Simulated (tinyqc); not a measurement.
Comparisons within one model: six-band hole subbands of a thin body in a field. A value that a table varies takes the place of the one given here.

Basis X, Y, Z times spin, hole energies counted downwards from the unstrained edge (the hydrostatic shift is left out), c = hbar^2/2m0. For a symmetric tensor T let C(T) have C_XX = L Txx + M (Tyy + Tzz), C_XY = N Txy (cyclic), L = c (g1 + 4 g2), M = c (g1 - 2 g2), N = 6 c g3. k = q + kz n, n the unit normal, q = k1 u + k2 v with u along the channel [1-10] and v = n x u. H = C(k k^T) + (Dso/3)(1 - L.sigma) - B + e F z with (L_k)_ij = -i epsilon_kij; B is the block C built from the traceless strain with 2b, -b and sqrt(3) d in place of L, M, N. Strain: exx = eyy = (s11 + s12) sx/2, ezz = s12 sx, exy = -s44 sx/4. Hard walls at z = 0 and t; basis sin(j pi z/t), j = 1 to Nz: kz^2 = (j pi/t)^2, kz = -i D with D_jl = 4 j l/(t (j^2 - l^2)), z_jj = t/2 and z_jl = -8 t j l/(pi (j^2 - l^2))^2 for j + l odd; 1 MV/cm = 0.01 eV/angstrom.

Nz = 14. E1 is the top subband at q = 0, gap the distance to the next pair, and the masses are c q^2/(E(q) - E1) at |q| = 0.02 1/angstrom (mean of the spin pair) along the channel [1-10] and across it in the plane; a dash marks a band that does not rise.

Constants: hbar^2/2m0 = 3.80998211 eV angstrom^2.

Inputs chosen for the exercise (near those of a p-type Si channel; the results hold for these values, not for the real material):
```
symbol  value                 unit      meaning
g1      4.27                            Luttinger gamma1
g2      0.34                            gamma2
g3      1.44                            gamma3
Dso     0.044                 eV        spin-orbit splitting
b       -2.14                 eV        tetragonal potential
d       -4.79                 eV        trigonal potential
S       (7.81, -2.11, 12.46)  1/TPa     compliances s11, s12, s44
face    110                             surface
t       30                    angstrom  body thickness
F       0                     MV/cm     field across the body
sx      -1.5                  GPa       stress along the channel [1-10], negative in compression
```

## Stress along the channel

Each row has its own sx.

Results:
```
sx (GPa)  E1 (meV)  gap (meV)  m channel  m across
-3.0         -83.7       37.0      0.113     0.279
-2.0         -47.4       37.2      0.113     0.279
-1.0         -11.2       37.4      0.114     0.279
-0.5           6.8       37.6      0.114     0.279
0.0           24.8       37.8      0.114     0.279
0.5           42.6       38.2      0.114     0.279
1.0           60.2       38.8      0.115     0.278
```

What can be read from the table?

Under 2 GPa of compression the channel mass goes from 0.114 to 0.113 m0, the mass across at 0.279; the gap to the next subband is 37, 38 and 39 meV at -2, 0 and +1 GPa. The lightest channel mass of the table, 0.113 m0, is at -3.0 and -2.0 GPa. Compression changes the channel mass little here, since confinement on this face has already singled out the orbital that the stress favours.

## Surface orientation and number of bands

Three faces, six bands; and four bands, with Dso set to 1000 eV.

Results:
```
case           E1 (meV)  gap (meV)  m channel  m across
(001) 6 bands     106.5       80.7      0.166     2.321
(001) 4 bands     128.7       99.3      0.221     0.444
(110) 6 bands     -29.3       37.3      0.113     0.279
(110) 4 bands      51.8      220.6      0.149     0.283
(111) 6 bands      15.2       88.0      0.139     1.053
(111) 4 bands      43.0      175.8      0.175     0.197
```

What does this show, and why?

With six bands the top subband is shallowest on (110) (-29.3 meV) and deepest on (001). Without the stress E1 would be 150.0, 24.8 and 58.1 meV, so the stress moves it by -43.5, -54.1 and -42.8 meV. The lightest channel mass is on (110) (0.113 m0). Dropping the split-off band moves E1 by 22.3, 81.1 and 27.7 meV and the gap by 18.6, 183.3 and 87.8 meV on the three faces, with Dso = 44 meV.

## What each parameter does

Six bands. Each row changes one parameter from the base and keeps the others.

Results:
```
case             E1 (meV)  gap (meV)  m channel (m0)  m across (m0)
base                -29.3       37.3           0.113          0.279
t = 40 angstrom     -35.1       21.6           0.114          0.279
F = 0.3 MV/cm         9.2       45.2           0.114          0.279
sx = -2 GPa         -47.4       37.2           0.113          0.279
g3 = 1.34           -16.8       74.9           0.118          0.279
g2 = 0.39           -27.2       43.5           0.113          0.287
Dso = 0.066 eV      -23.6       38.3           0.114          0.279
d = -3.83 eV        -21.6       37.3           0.114          0.279
```

What can be read from the table?

The largest shifts from the base row, up to three for each result and ties (the steps differ in size, so this ranks the rows, not the parameters). E1 (meV): F +38.5, sx -18.1, g3 +12.5. gap (meV): g3 +37.6, t -15.6, F +7.9; unchanged at the printed digits by d. m channel (m0): g3 +0.004, Dso +0.000, t +0.000, F +0.000, d +0.000; unchanged at the printed digits by sx and g2. m across (m0): g2 +0.008; unchanged at the printed digits by t, F, sx, g3, Dso and d.

tinyqc: `OMP_NUM_THREADS=1 python tinyqc.py 1280508 1280509 out.jsonl`; about 0.3 s, one thread, shared Intel(R) Xeon(R) Processor @ 2.30GHz.
